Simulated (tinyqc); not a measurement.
Tight binding, honeycomb lattice, step by step. Computed by tinyqc, a small Python program that keeps every step. Settings: t1 = 0.85, t2 = 0, phi = 1.57, delta = 2.38, points = 7. Command: `OMP_NUM_THREADS=1 python tinyqc.py 28510 28511 out.jsonl` (the two numbers bound the seeds that draw the settings). One thread of a shared host (Intel(R) Xeon(R) Processor @ 2.60GHz), about 0.01 s of CPU time with the checks.

## Bloch Hamiltonian at k

Parameters chosen for this model:
```
parameter,value,unit
t1,0.850000,"eV, nearest"
t2,0,"eV, second neighbours"
phi,1.570000,"rad, phase of t2 (Haldane)"
delta,2.380000,"eV, +/- on A and B"
```

k point k (fractions of the reciprocal vectors): -0.3900  0.2500

H_AB = -t1 (1 + exp(-i k.a1) + exp(-i k.a2)); H_AA = delta - 2 t2 sum cos(k.b + phi), H_BB = -delta - 2 t2 sum cos(k.b - phi), b = a1, a2 - a1, -a2.

H(k) at k (eV):
```
,A,B
A,2.3800,-0.1951+0.3082i
B,-0.1951-0.3082i,-2.3800
```

## Levels at k

Diagonalise the Hermitian matrix.

eigenvalues (eV): -2.4078  2.4078

weights |c|^2 of the basis functions:
```
,band 1,band 2
A,0.0058,0.9942
B,0.9942,0.0058
```

## Bloch Hamiltonian at K

k point K (fractions of the reciprocal vectors): 0.3333  0.6667

As before.

H(k) at K (eV):
```
,A,B
A,2.3800,0.0000
B,0.0000,-2.3800
```

## Levels at K

As before.

eigenvalues (eV): -2.3800  2.3800

weights |c|^2 of the basis functions:
```
,band 1,band 2
A,0.0000,1.0000
B,1.0000,0.0000
```

## Bands along a path

The same steps at evenly spaced points between the labelled ones.

Bands along the path (eV):
```
k,band 1,band 2
G,-3.4881,3.4881
G-K 0.25,-3.3252,3.3252
G-K 0.50,-2.9248,2.9248
G-K 0.75,-2.5272,2.5272
K,-2.3800,2.3800
K-M 0.25,-2.4059,2.4059
K-M 0.50,-2.4600,2.4600
K-M 0.75,-2.5083,2.5083
M,-2.5272,2.5272
M-K' 0.25,-2.5083,2.5083
M-K' 0.50,-2.4600,2.4600
M-K' 0.75,-2.4059,2.4059
K',-2.3800,2.3800
```

With 1 band(s) filled, the highest filled level on these points lies at K and the lowest empty one at K: a gap of 4.7600 eV, direct.

## Chern number of the lower band

On a 7 x 7 mesh, the phase of the product of overlaps around each plaquette (k1 then k2); the sum over 2 pi is an integer.

plaquette phases (rad):
```
,1,2,3,4,5,6,7
1,0.0000,-0.0165,-0.0296,-0.0171,0.0155,0.0244,0.0145
2,0.0165,0.0000,-0.0232,-0.0394,-0.0188,0.0149,0.0244
3,0.0296,0.0232,0.0000,-0.0324,-0.0456,-0.0188,0.0155
4,0.0171,0.0394,0.0324,0.0000,-0.0324,-0.0394,-0.0171
5,-0.0155,0.0188,0.0456,0.0324,0.0000,-0.0232,-0.0296
6,-0.0244,-0.0149,0.0188,0.0394,0.0232,0.0000,-0.0165
7,-0.0145,-0.0244,-0.0155,0.0171,0.0296,0.0165,0.0000
```

Chern number = 0.0000
